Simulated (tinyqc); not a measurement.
Electroplating on a thin resistive seed layer: kinetics, Wagner number and the terminal effect across a wafer: one step, computed by the program tinyqc.

Current enters the seed at the rim. The bath is treated as a local resistance per area (no lateral flow in the liquid), two electrons per ion, molar volume 7.11 cm^3/mol, Faraday constant F = e N_A, kinematic viscosity 0.01 cm^2/s, omega = 2 pi x rpm/60; k_B T/e is in volts.

Task: Rate, limit and resistances. Growth rate = i V_m/(2 F). Levich limit i_L = 0.62 x 2 F D^(2/3) omega^(1/2) nu^(-1/6) c. Tafel overpotential eta = (k_B T/(alpha e)) ln(i/i_0); kinetic resistance k_B T/(alpha e i); bath resistance h/kappa + plate; R_s = resistivity/t; Wagner number = kinetic resistance x kappa/R.

Inputs (values chosen for the exercise, of the order of those for copper plating on a thin cobalt or ruthenium seed):

| quantity | value | unit |
|---|---|---|
| wafer radius R | 15 | cm |
| seed thickness t | 34 | nm |
| seed resistivity | 9.5 | microohm cm |
| bath conductivity kappa | 0.031 | S/cm |
| gap to the anode h | 12 | cm |
| extra resistance of a porous plate | 0 | ohm cm^2 |
| exchange current density i_0 | 0.052 | mA/cm^2 |
| cathodic transfer coefficient alpha | 0.85 | - |
| mean current density | 3.6 | mA/cm^2 |
| diffusivity of the metal ion | 6.2e-06 | cm^2/s |
| metal ion concentration | 0.77 | mol/L |
| rotation rate | 100 | rpm |
| temperature T | 298 | K |

Constants: e = 1.602176634e-19 C; N_A = 6.02214076e+23 1/mol; k_B = 8.617333262e-05 eV/K.

Give: growth rate; limiting current i_L; overpotential; kinetic resistance; bath resistance R_b; sheet resistance R_s; Wagner number.

Result:

growth rate = 79.59 nm/min

limiting current i_L = 216.8 mA/cm^2

overpotential = 128.0 mV

kinetic resistance = 8.392 ohm cm^2

bath resistance R_b = 387.1 ohm cm^2

sheet resistance R_s = 2.794 ohm/square

Wagner number = 0.01734
